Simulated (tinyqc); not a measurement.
# Absorption coefficient and reflectance from two thicknesses

Problem. With transparent contact layers the responsivity is (1 - Rf)(1 - exp(-al wi)) q lam/(h c). The second absorber is twice as thick as the first. Find al and Rf.

Inputs (values chosen for the exercise): wavelength lam = 1000 nm.

Constants: q = 1.602176634e-19 C, h = 6.62607015e-34 J s, c = 299792458 m/s. Results are converted to the units shown.

responsivity for wi = 30 and 60 um (A/W): [0.12446855, 0.22759471]

Solution. The ratio of the responsivities is 1 + exp(-al w1), which gives al; either value then gives 1 - Rf.

al = 62.7 1/cm
Rf = 0.100

tinyqc, about 0.01 s, one thread, Intel Xeon 2.30GHz (shared host): `OMP_NUM_THREADS=1 python tinyqc.py 2250045 2250046 out.jsonl`
